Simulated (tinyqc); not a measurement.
Transmission against energy, and which matching rule a chain obeys: heterojunction of two tight-binding chains.

Left chain: hopping -t1, sites at 2 t1 (band bottom 0). Right chain: hopping -t2, sites at dE + 2 t2 (bottom dE). t = c/(m a^2), c = hbar^2/2m0. The bond across the interface is -tc with tc = f sqrt(t1 t2), and the last left site has the extra energy U. In a chain E = bottom + 2t (1 - cos(ka)); the surface Green function of a half chain is g = -exp(ika)/t, with Im k > 0 where cos(ka) > 1.

Constants: hbar^2/2m0 = 3.80998211 eV angstrom^2.

Values chosen for the exercise (masses and offset of the size met at InGaAs / InAlAs; shifted at random, so the results belong to these values and not to a real crystal):
- a = 4 angstrom (site spacing)
- m1 = 0.043 m0 (mass on the left)
- m2 = 0.082 m0 (mass on the right)
- dE = 0.54 eV (band offset)
- f = 0.89 (factor on the interface hopping)
- U = 0 eV (extra energy on the last left site)

Chain A is the junction as given; chain B has tc = sqrt(t1 t2) and U = 0; chain C has tc = t2 and U = t2 - t1, the finite-difference form of -d/dx (c/m) d/dx. Continuum formulas T = 4 x y/(x + y)^2 with parabolic k: x, y = k/m on each side (BenDaniel-Duke) or x, y = k (slope continuous).

T:
```
E - dE (eV),E (eV),chain A,chain B,chain C,k/m matched,k matched
0.002,0.542,0.1916,0.2827,0.1596,0.1614,0.2856
0.005,0.545,0.2851,0.4088,0.2400,0.2426,0.4127
0.010,0.550,0.3770,0.5249,0.3209,0.3242,0.5293
0.020,0.560,0.4859,0.6519,0.4196,0.4235,0.6565
0.050,0.590,0.6444,0.8141,0.5705,0.5752,0.8181
0.100,0.640,0.7586,0.9109,0.6873,0.6921,0.9137
0.200,0.740,0.8510,0.9717,0.7901,0.7948,0.9730
0.400,0.940,0.9126,0.9971,0.8671,0.8716,0.9973
```

What can be read from this table?

Chain C follows the k/m rule within 0.0048 and chain B the plain k rule within 0.0046, while the two rules differ by up to 0.2429: in B the self-energy of the right side is -t1 exp(i k2 a), so only k2 enters, and in C it is -t2 exp(i k2 a), which carries 1/m2. Chain A, with f = 0.89 and U = 0 eV, has an interface term of its own and lies up to 0.1697 from B and 0.0738 from C.

Program tinyqc; command `OMP_NUM_THREADS=1 python tinyqc.py 1450645 1450646 out.jsonl`; about 0.01 s on one thread of a shared Intel(R) Xeon(R) Processor @ 2.30GHz.
